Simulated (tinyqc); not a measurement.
Collinear exchange A + BC -> AB + C on a London-Eyring-Polanyi-Sato surface: saddle, string of images and rate: one step, computed by the program tinyqc. Command: `OMP_NUM_THREADS=1 python tinyqc.py 3114356 3114357 out.jsonl leps walk`. One thread of a shared host (Intel(R) Xeon(R) Processor @ 2.30GHz), about 0.04 s of CPU time with the checks.

x = r(AB), y = r(BC), r(AC) = x + y. V is counted from separated atoms, the barrier from A + BC, that is V + D(BC).

Question. One point of the surface. For each pair, with u = exp(-beta (r - r0)): Q = D [(3 + S) u^2 - (2 + 6 S) u]/(4 (1 + S)), J = D [(1 + 3 S) u^2 - (6 + 2 S) u]/(4 (1 + S)); V = Q1 + Q2 + Q3 - sqrt(((J1 - J2)^2 + (J2 - J3)^2 + (J3 - J1)^2)/2). Take x = r0(AB) + 0.3 and y = r0(BC) + 0.1 angstrom.

Inputs (values chosen for the exercise, for a model exchange):
```
quantity          value        unit
D(AB)               3.7          eV
r0(AB)             1.24    angstrom
beta(AB)            1.9  1/angstrom
D(BC)              3.52          eV
r0(BC)            0.838    angstrom
beta(BC)           1.96  1/angstrom
D(AC)              4.04          eV
r0(AC)             1.66    angstrom
beta(AC)           1.94  1/angstrom
Sato parameter S  0.047           -
```

Give: the table «Pair terms» with the columns u, Q (eV), J (eV), for pair = AB, BC, AC; V.

Answer.

Pair terms:
```
pair        u    Q (eV)   J (eV)
AB    0.56553  -0.27921  -2.7223
BC    0.82201   0.15384  -3.5623
AC    0.20455  -0.32731  -1.1564
```

V = -2.5676 eV
